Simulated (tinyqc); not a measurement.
# Threshold-voltage variability of a planar MOSFET, analytic estimates: effect of the correlation length of the roughness

Three independent sources add in quadrature: random dopants in the depleted layer, metal-gate grains of two orientations, and roughness of the two gate edges acting through the roll-off VT = VT(long) - Vr exp(-L/l). These are first-order estimates: no three-dimensional electrostatics, no percolation.

ni = sqrt(Nc Nv) exp(-Eg/(2 Vt)), Eg in volts; Cox = 3.9 eps0/ti; Wd = sqrt(4 eps0 eps_r Vt ln(Na/ni)/(q Na)); dopants: s1 = (q/Cox) sqrt(Na Wd/(3 L W)). Grains: Ng = L W/G^2 (at least 1), s2 = dW sqrt(p (1 - p)/Ng). Edges, with exponential correlation and u = W/La: the mean gate length has sL^2 = 2 De^2 (2/u)[1 - (1 - exp(-u))/u]; s3 = sL (Vr/l) exp(-L/l). s = sqrt(s1^2 + s2^2 + s3^2). l and Vr are held fixed.

Values chosen for this exercise; material values close to those of silicon:
- T = 273 K (temperature)
- Eg = 1.11 eV (band gap)
- eps_r = 11.6 (relative permittivity of the semiconductor)
- Nc = 2.4e19 cm^-3 (conduction-band density of states at T)
- Nv = 2.34e19 cm^-3 (valence-band density of states at T)
- Na = 1.2e18 cm^-3 (channel doping)
- ti = 1 nm (oxide-equivalent thickness in inversion)
- L = 45 nm (gate length)
- W = 50 nm (gate width)
- G = 5 nm (metal grain size)
- dW = 0.1 eV (work-function difference of the two grain orientations)
- p = 0.6 (share of the orientation of higher work function)
- De = 0.6 nm (rms roughness of one gate edge)
- l = 7.8 nm (decay length of the threshold roll-off)
- Vr = 2.2 V (prefactor of the roll-off)

Constants: q = 1.602176634e-19 C, kB = 1.380649e-23 J/K, Vt = kB T/q, eps0 = 8.8541878128e-14 F/cm where lengths are in cm. Results are converted to the units shown.

The same in every row: s1 (mV) = 11.10; s2 (mV) = 5.164.

Result of one run:

| La (nm) | s3 (mV) | s (mV) | s sqrt(L W) (mV um) |
|---|---|---|---|
| 160 | 0.7102 | 12.26 | 0.5816 |

What becomes of these results when the correlation length of the roughness La is changed from 160 to 40 nm, all else the same?

Result of the changed run:

| La (nm) | s3 (mV) | s (mV) | s sqrt(L W) (mV um) |
|---|---|---|---|
| 40 | 0.6192 | 12.26 | 0.5814 |

The whole series:

| La (nm) | s3 (mV) | s (mV) | s sqrt(L W) (mV um) |
|---|---|---|---|
| 2 | 0.2071 | 12.24 | 0.5807 |
| 5 | 0.3170 | 12.25 | 0.5809 |
| 10 | 0.4230 | 12.25 | 0.5810 |
| 20 | 0.5317 | 12.25 | 0.5812 |
| 40 | 0.6192 | 12.26 | 0.5814 |
| 80 | 0.6769 | 12.26 | 0.5815 |
| 160 | 0.7102 | 12.26 | 0.5816 |

As La goes from 2 to 160 nm, s stays near 12.3 mV. The dopants are the largest source in the first and the last row. The edge term s3 rises from 0.207 to 0.710 mV: a longer correlation averages out less along the width.

tinyqc, about 0.01 s, one thread, Intel Xeon 2.30GHz (shared host): `OMP_NUM_THREADS=1 python tinyqc.py 2090001 2090002 out.jsonl`
